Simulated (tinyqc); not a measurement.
Changing the process temperature: rapid thermal processing of a wafer: radiative balance, ramp and cooling, pattern effects, pyrometer error and spike budget. Computed by tinyqc, a small Python program. Command: `OMP_NUM_THREADS=1 python tinyqc.py 3112315 3112316 out.jsonl rtp sweep`. One thread of a shared host (Intel(R) Xeon(R) Processor @ 2.30GHz), about 0.08 s of CPU time with the checks.

The wafer is opaque and uniform through its thickness unless said otherwise; temperatures in formulas are in kelvin (C + 273.15). sigma = 5.670374419e-12 W/(cm^2 K^4).

Inputs (values chosen for the exercise, modelled on a hot silicon wafer): wafer thickness d = 625 micrometre; heat capacity per volume C = 2.27 J/(cm^3 K); thermal conductivity k = 0.22 W/(cm K); emissivity eps of each face = 0.55; reflectivity of the chamber walls r = 0.76; gas heat-transfer coefficient h, both faces together = 2.6 mW/(cm^2 K); wall temperature T_w = 350 K; starting temperature = 500 C; ramp rate = 290 K/s; activation energy of the process E_a = 3.46 eV.

Constants: k_B = 8.617333262e-05 eV/K.

Method:
- Effective emissivity between parallel grey plates: eps_eff = 1/(1/eps + 1/(1 - r) - 1). Loss per area q(T) = 2 eps_eff sigma (T^4 - T_w^4) + h (T - T_w).
- Absorbed power during a ramp = q(T) + C d x ramp rate; thermal time constant tau = C d/(dq/dT), dq/dT = 8 eps_eff sigma T^3 + h; natural cooling rate q/(C d); front-to-back difference under one-sided heating at the end of the ramp = (absorbed power) d/(2 k).
- Cooling with the lamps off: C d dT/dt = -q(T), integrated adaptively (relative tolerance 1e-10).
- Spike anneal: linear ramp to the peak, then lamps off. Equivalent time at the peak = int exp(-(E_a/k_B)(1/T - 1/T_peak)) dt; estimate (k_B T^2/E_a)(1/ramp rate + 1/cooling rate). The ramp part uses 4000 trapezoid steps, the cooling part 4000 steps over 4 tau.
- Time within 50 K of the peak from the same curves.

One run for each value; columns: (1) process temperature (C); (2) holding power q (W/cm^2); (3) time constant tau (s); (4) natural cooling rate (K/s); (5) equivalent time, total (s):
```
(1)      (2)     (3)     (4)     (5)
620    2.826  15.619   19.92  1.0821
710    3.738  12.614   26.34  1.0139
800    4.863  10.246   34.28  0.9537
890    6.244   8.385   44.01  0.9005
980    7.925   6.918   55.86  0.8539
1070   9.952   5.755   70.15  0.8138
1160  12.380   4.828   87.26  0.7801
1250  15.261   4.082  107.57  0.7524
```

Over the rows, holding power q (W/cm^2) rises from 2.83 to 15.3; time constant tau (s) falls from 15.6 to 4.08; natural cooling rate (K/s) rises from 19.9 to 108.

Extremes, crossings and ranges named in words are read from the listed rows.
